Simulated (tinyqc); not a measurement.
Smearing for a one-band metal on the fcc lattice: sweeps and comparisons. A value that a table varies takes the place of the one given here.

Lattice vectors (units of a): a1 = (0, 1/2, 1/2), a2 = (1/2, 0, 1/2), a3 = (1/2, 1/2, 0). E(k) = -t A_1(k) - t2 A_2(k), A_m the sum of cos(k . R) over the 12 nearest and 6 second lattice vectors. Mesh k = sum (j_i/N) b_i, j_i = 0 .. N-1.

With x = (E_k - mu)/sigma: Fermi-Dirac f = 1/(1 + exp(x)), s = -f ln f - (1 - f) ln(1 - f); Gaussian f = erfc(x)/2, s = exp(-x^2)/(2 sqrt(pi)); Methfessel-Paxton (first order) f = erfc(x)/2 - x exp(-x^2)/(2 sqrt(pi)), s = (1 - 2 x^2) exp(-x^2)/(4 sqrt(pi)); cold (Marzari-Vanderbilt) with y = x + 1/sqrt(2), f = erfc(y)/2 + exp(-y^2)/sqrt(2 pi), s = y exp(-y^2)/sqrt(2 pi). With weights w = points/N^d (d the dimension), mu solves 2 sum w f = ne; E = 2 sum w f E_k, S = 2 sum w s, F = E - sigma S.

With x = (E_k - mu)/sigma: Gaussian f = erfc(x)/2, s = exp(-x^2)/(2 sqrt(pi)); Methfessel-Paxton (first order) f = erfc(x)/2 - x exp(-x^2)/(2 sqrt(pi)), s = (1 - 2 x^2) exp(-x^2)/(4 sqrt(pi)). With weights w = points/N^d (d the dimension), mu solves 2 sum w f = ne; E = 2 sum w f E_k, S = 2 sum w s, F = E - sigma S.

With x = (E_k - mu)/sigma: Gaussian f = erfc(x)/2, s = exp(-x^2)/(2 sqrt(pi)). With weights w = points/N^d (d the dimension), mu solves 2 sum w f = ne; E = 2 sum w f E_k, S = 2 sum w s, F = E - sigma S.

Parameters, chosen for this exercise: t = 1.42 eV (nearest hopping); t2 = -0.26 eV (second hopping); ne = 1.55 (electrons per cell); N = 6 (unshifted mesh); sigma = 0.426 eV (width).

## Error of each scheme against the width

All on the dense mesh N = 40. The reference is F of first-order Methfessel-Paxton smearing with sigma = 0.05 t on the mesh N = 40; it moves by 0.08 meV on the mesh N = 50; in three dimensions such meshes can agree by chance and the reference may be off by about 1 meV, so smaller errors are not resolved.

Errors (meV per cell):

| sigma (eV) | FD F | FD (E+F)/2 | Gauss F | Gauss (E+F)/2 | MP F | cold F |
|---|---|---|---|---|---|---|
| 0.142 | -5.48 | 0.18 | -0.81 | -0.04 | -0.04 | -0.07 |
| 0.213 | -12.60 | 0.27 | -1.79 | 0.03 | 0.03 | 0.06 |
| 0.284 | -22.62 | 0.29 | -3.24 | 0.14 | 0.14 | 0.20 |
| 0.426 | -51.19 | 0.00 | -7.55 | 0.26 | 0.27 | 0.21 |
| 0.568 | -90.63 | -1.45 | -13.64 | 0.29 | 0.29 | 0.10 |
| 0.852 | -198.39 | -10.89 | -31.05 | 0.32 | 0.33 | -0.31 |
| 1.136 | -338.16 | -31.29 | -55.46 | 0.29 | 0.31 | -1.06 |

reference = -2.49920 eV

Doubling sigma from 0.284 to 0.568 eV multiplies the error of F by 4.0 (Fermi-Dirac) and 4.2 (Gaussian); a pure sigma^2 term would give 4. At the smallest width Fermi-Dirac errs 6.8 times as much as Gaussian, against 2 pi^2/3 = 6.6 for the ratio of the sigma^2 terms at equal sigma. At the largest width the sizes of the errors rank Gauss (E+F)/2 0.3, MP F 0.3, cold F 1.1, FD (E+F)/2 31.3, Gauss F 55.5, FD F 338.2 meV; below about 1 meV this order, and the ratios at the smallest width, carry the noise of the mesh.

## Mesh against width

Gaussian smearing, (E + F)/2. The reference is F of first-order Methfessel-Paxton smearing with sigma = 0.05 t on the mesh N = 40; it moves by 0.08 meV on the mesh N = 50; in three dimensions such meshes can agree by chance and the reference may be off by about 1 meV, so smaller errors are not resolved.

Errors (meV per cell):

| N | sigma = 0.05 t | sigma = 0.15 t | sigma = 0.4 t |
|---|---|---|---|
| 4 | 173.06 | 161.76 | 133.53 |
| 6 | 78.90 | 73.40 | 64.25 |
| 8 | -10.60 | -12.44 | -15.82 |
| 12 | 4.32 | 3.04 | -0.75 |
| 16 | -3.30 | -3.10 | -1.68 |
| 24 | 2.94 | 2.32 | 0.52 |

reference = -2.49920 eV

First N from which the value stays within 2 meV of its last entry (which need not be the best one): none before the last for sigma = 0.05 t, none before the last for sigma = 0.15 t, none before the last for sigma = 0.4 t. At the last mesh the errors are +2.94, +2.32 and +0.52 meV; the first is well above the uncertainty of the reference, so for the narrowest width that mesh is not yet converged. The 2 meV bar does not tell the widths apart. The smallest error belongs to 0.05 t on 1, 0.15 t on 0, 0.4 t on 5 of the 6 meshes.

## What moves the results of Gaussian smearing

All sums formed anew. Each row changes one parameter from the base and keeps the others.

Results:

| case | mu (eV) | E (eV) | S | F (eV) |
|---|---|---|---|---|
| base | 4.4343 | -2.4137 | 0.0878 | -2.4511 |
| N = 12 | 4.3028 | -2.4901 | 0.0407 | -2.5074 |
| sigma = 0.852 eV | 4.4503 | -2.3891 | 0.1284 | -2.4985 |
| ne = 1.65 | 4.7207 | -1.9665 | 0.0649 | -1.9942 |
| t2 = -0.118 eV | 4.3441 | -2.2373 | 0.1324 | -2.2937 |
| t = 1.562 eV | 4.8603 | -2.6251 | 0.0878 | -2.6626 |

The largest shifts from the base row, up to three for each result and ties (the steps differ in size, so this ranks the rows, not the parameters). mu (eV): t +0.4260, ne +0.2865, N -0.1315. E (eV): ne +0.4472, t -0.2114, t2 +0.1764. S: N -0.0471, t2 +0.0446, sigma +0.0406; unchanged at the printed digits by t. F (eV): ne +0.4570, t -0.2114, t2 +0.1574.

tinyqc: `OMP_NUM_THREADS=1 python tinyqc.py 1652533 1652534 out.jsonl`; about 0.3 s, one thread, shared Intel(R) Xeon(R) Processor @ 2.30GHz.
